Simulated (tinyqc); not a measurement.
# Read current of a NAND string, cells in series solved by shooting, step by step

Computed by the program tinyqc: `OMP_NUM_THREADS=1 python tinyqc.py 2142057 2142058 out.jsonl`, one thread of a shared Intel Xeon 2.30GHz, about 0.4 s for the whole run. Printed values are rounded.

Cells in series, numbered from 0 at the source line (0 V) to the bit line, each followed by a gap resistance Rg. A cell with gate Vg, threshold VT, source Vs and drain Vd passes I = 2 nf K Vt^2 [F(Vs) - F(Vd)]/(1 + th max(Vg - VT, 0)), F(V) = ln^2(1 + exp((Vg - VT - nf V)/(2 nf Vt))). The selected cell has Vg = Vr, the others Vg = Vp.

Parameters, values chosen for the exercise; values of the order met in vertical NAND strings:
```
symbol  value    unit                                 meaning
T         358       K                             temperature
K         4.8  uA/V^2                   gain factor of a cell
nf        1.9                                    slope factor
th       0.18     1/V               mobility reduction factor
Rg          9    kohm     resistance of the gap between cells
Vbl       0.5       V                        bit-line voltage
Vp          7       V                            pass voltage
Vr       3.65       V  read voltage on the selected word line
```

Constants: q = 1.602176634e-19 C, kB = 1.380649e-23 J/K, Vt = kB T/q. Results are converted to the units shown.

## Step 1: node voltages for a trial current

first trial current = 0.66 uA
thresholds from the source end, cell 0 to 3 (V): [-2.1, -2.1, 4.3, 2.1]

For a trial current I start at 0 V and, cell by cell (the selected one is cell 3), solve for the drain: sqrt(F(Vd)) = sqrt(F(Vs) - I/k), k = 2 nf K Vt^2/(1 + th max(Vg - VT, 0)), Vd = [Vg - VT - 2 nf Vt ln(exp(sqrt F) - 1)]/nf, then add I Rg.

node voltage after each cell and gap, trial 1, cell 0 to 3 (V): [0.04596715, 0.09232550, 0.1818272, 0.3561524]

## Step 2: node voltages for a trial current

second trial current = 0.79 uA

As before.

node voltage after each cell and gap, trial 2, cell 0 to 3 (V): [0.05506112, 0.1106856, 0.2200158, 0.4578673]

## Course of the secant iteration

Secant steps on the end voltage less Vbl, from the two trials; a trial above the saturation current of a cell has no solution and is moved halfway to the previous trial. Stop below 1e-9 V.

Course of the iteration:

| iteration | I (uA) | end voltage - Vbl (V) | halvings |
|---|---|---|---|
| 1 | 0.8438491 | 8.56e-3 | 0 |
| 2 | 0.8347601 | -5.22e-4 | 0 |
| 3 | 0.8352825 | -6.54e-6 | 0 |
| 4 | 0.8352892 | 4.98e-9 | 0 |
| 5 | 0.8352891 | -4.73e-14 | 0 |

Converged in 5 iterations to I = 0.83529 uA. The selected cell takes 51.8 % of the bit-line voltage and the gaps together 6.01 %.
